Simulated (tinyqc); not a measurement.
Inside a calculation. Method: Hubbard chain of 4 sites. One step of it, computed by the program tinyqc.

Task: Mean-field iteration 1. H(up) = T + U n(down), H(down) = T + U n(up); fill the lowest levels; n(new) = n + mixing (n(out) - n); E = tr T (rho up + rho down) + U sum n_up n_down of the output.

one-body matrix (hopping and site energies) (eV), lower triangle:
```
           1          2          3         4
1   0.000000
2  -0.920000   0.120000
3   0.000000  -0.920000  -0.350000
4   0.000000   0.000000  -0.920000  0.000000
```

U = 8.200000 eV

electrons, up and down: 2  2

mixing = 1

n(up) at the start (a guess, not normalised): 1 0.550000, 2 0.450000, 3 0.550000, 4 0.450000

n(down) at the start (a guess): 1 0.450000, 2 0.550000, 3 0.450000, 4 0.550000

Give: levels, up; levels, down; energy; n(up) after iteration 1; n(down) after iteration 1.

Result:

levels, up (eV): 2.4006  3.3439  4.8020  5.6234

levels, down (eV): 2.4988  3.4108  4.7173  5.5431

energy = 2.7192 eV

n(up) after iteration 1: 1 0.7659, 2 0.2944, 3 0.7353, 4 0.2044

n(down) after iteration 1: 1 0.2705, 2 0.6454, 3 0.3911, 4 0.6930
